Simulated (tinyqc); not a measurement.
From results back to parameters: direct gap of a germanium-like layer under biaxial tension. Two cases, with inputs chosen for the exercise.

Problem. A (001) layer under biaxial tension e_par has ezz = -2 (C12/C11) e_par, Ec = Eg + ac tr(e), E(HH) = -P - Q and E(LH) = -P + (Q - Dso + sqrt(Dso^2 + 2 Dso Q + 9 Q^2))/2 with P = -av tr(e), Q = -b (e_par - ezz). The transition from the light-hole edge is given.

Find: e_par; Ec - E(HH).

Method. Ec - E(LH) falls steadily with tension, so bisection between 0 and 4 % gives the only root; then Ec - E(HH) = Eg + (ac - av) tr(e) + Q.

Case 1.

Values chosen (near those of Ge, gaps at low temperature; shifted at random, so the results belong to these values and not to a real crystal): Eg = 0.914 eV (gap at Gamma to the s-like level); Dso = 0.295 eV (spin-orbit splitting); ac = -8.25 eV (conduction deformation potential); av = 1.24 eV (valence hydrostatic potential); b = -2.58 eV (tetragonal shear potential); C11 = 128.3 GPa; C12 = 47.8 GPa.

Ec - E(LH) = 0.868731 eV

Solution.

e_par = 0.270 %
Ec - E(HH) = 0.8940 eV

Case 2.

Values chosen (near those of Ge, gaps at low temperature; shifted at random, so the results belong to these values and not to a real crystal): Eg = 0.913 eV (gap at Gamma to the s-like level); Dso = 0.285 eV (spin-orbit splitting); ac = -8.28 eV (conduction deformation potential); av = 1.25 eV (valence hydrostatic potential); b = -2.56 eV (tetragonal shear potential); C11 = 129.5 GPa; C12 = 49.1 GPa.

Ec - E(LH) = 0.739647 eV

Solution.

e_par = 0.990 %
Ec - E(HH) = 0.8404 eV

Computed by tinyqc, one run a case: `OMP_NUM_THREADS=1 python tinyqc.py N N+1 out.jsonl` with N = 1081021, 1081053; one thread of a shared Intel(R) Xeon(R) Processor @ 2.30GHz, about 0.01 s a run at most.
